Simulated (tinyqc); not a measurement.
## Mobility and doping from two currents

Problem. A trap-free film with injecting contacts is fitted, with diffusion neglected, by J = q mu N V/Lf + (9/8) eps0 eps_r mu V^2/Lf^3. Find mu, N and the voltage at which both terms are equal.

Inputs (values chosen for the exercise):
```
symbol,value,unit,meaning
eps_r,11.6,,relative permittivity
Lf,650,nm,film thickness
```

Constants: q = 1.602176634e-19 C, eps0 = 8.8541878128e-14 F/cm where lengths are in cm. Results are converted to the units shown.

J at 2.2 and 12 V (A/cm^2): 839.09518  7941.4980

Solution. J/V is a straight line in V: the slope gives mu and the intercept mu N.

mu = 6.800 cm^2/(V s)
N = 1.900e16 cm^-3
crossover voltage = 11.13 V

tinyqc, about 0.06 s, one thread, Intel Xeon 2.30GHz (shared host): `OMP_NUM_THREADS=1 python tinyqc.py 2730028 2730029 out.jsonl`
